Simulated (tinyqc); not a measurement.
# Absorption edge of a degenerate semiconductor, band filling against gap narrowing, step by step

Computed by the program tinyqc: `OMP_NUM_THREADS=1 python tinyqc.py 2330081 2330082 out.jsonl`, one thread of a shared Intel Xeon 2.30GHz, about 0.01 s for the whole run. Printed values are rounded.

n-type, parabolic bands, full ionisation. eta = (EF - Ec)/kB T solves N = Nc F12(eta), F12(x) = (2/sqrt(pi)) int_0^infinity sqrt(u)/(1 + exp(u - x)) du. The gap shrinks rigidly by dEg = a3 y^(1/3) + a4 y^(1/4) + a2 y^(1/2), y = N/1e18 cm^-3, an empirical law that is here taken as the true narrowing.

Parameters, values chosen for the exercise; band and dielectric values close to those of In0.53Ga0.47As: temperature T = 400 K; band gap Eg = 0.751 eV; conduction-band density of states at 400 K, from me Nc = 3.23e17 cm^-3; electron mass me = 0.0412 m0; hole mass mh = 0.445 m0; ionised donor density N = 1.4e17 cm^-3; coefficient of (N/1e18)^(1/3) a3 = 13.9 meV; coefficient of (N/1e18)^(1/4) a4 = 9.6 meV; coefficient of (N/1e18)^(1/2) a2 = 4.7 meV.

Constants: q = 1.602176634e-19 C, kB = 1.380649e-23 J/K, h = 6.62607015e-34 J s, c = 299792458 m/s, Vt = kB T/q. Results are converted to the units shown.

Range of the model: Band tails, non-parabolic bands and incomplete ionisation are left out.

## Iteration 1: Fermi level

eta at the start (Boltzmann value) = -0.836

Newton step on ln F12(eta) = ln(N/Nc): eta(new) = eta - ln(Nc F12/N) F12/Fm, Fm(x) = dF12/dx = (1/sqrt(pi)) int_0^infinity u^(-1/2)/(1 + exp(u - x)) du.

F12 = 0.379310
Fm = 0.334871
eta after iteration 1 = -0.684906

## Course of the iteration

Stop when eta changes by less than 1e-9.

Course of the iteration:
```
iteration        eta   change
1          -0.684906    0.151
2          -0.683685  1.22e-3
3          -0.683685  8.41e-8
4          -0.683685  < 1e-13
```

Converged in 4 iterations.

## The optical edge

converged eta = -0.683685

Vertical transitions need an empty final state: the edge is taken where the state lies 4 kB T below EF, E_opt = Eg - dEg + (1 + me/mh) max(eta - 4, 0) kB T; wavelength h c/(q E_opt).

dEg = 14.8484 meV
EF - Ec = -23.5662 meV
filling shift = 0 meV
E_opt = 0.736152 eV
wavelength = 1684.22 nm

The edge lies 14.8 meV below the undoped gap: narrowing outweighs filling.
